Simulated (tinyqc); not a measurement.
Implant damage, amorphisation by cascade overlap, and solid-phase epitaxial regrowth: one step, computed by the program tinyqc. Command: `OMP_NUM_THREADS=1 python tinyqc.py 3112199 3112200 out.jsonl sper walk`. One thread of a shared host (Intel(R) Xeon(R) Processor @ 2.30GHz), about 0.01 s of CPU time with the checks.

Range and width of the damage are inputs. Dynamic annealing enters only through the surviving share f.

Task: The amorphous layer. Displaced share x(z) = f nu Q exp(-(z - R_d)^2/(2 s_d^2))/(sqrt(2 pi) s_d N); the layer is amorphous where x > x_c, between R_d -/+ s_d sqrt(2 ln(x_max/x_c)), the upper edge being cut at the surface. Threshold dose Q_c = Q x_c/x_max.

Inputs (values chosen for the exercise, modelled on arsenic ions in silicon):
```
quantity                           value    unit
atomic density N                    49.9  1/nm^3
depth of the damage peak R_d          12      nm
width of the damage profile s_d      5.8      nm
share of defects that survive f     0.99       -
critical displaced share x_c        0.13       -
dose Q                           5.5e+14  1/cm^2
```

displacements per ion nu = 462.7946

Give: peak displaced share x_max; threshold dose Q_c; upper edge; lower edge.

Result:

peak displaced share x_max = 3.474

threshold dose Q_c = 2.058e+13 1/cm^2

upper edge = 0 nm

lower edge = 26.87 nm

The layer reaches the surface. Caution: x above 1 counts atoms displaced more than once.
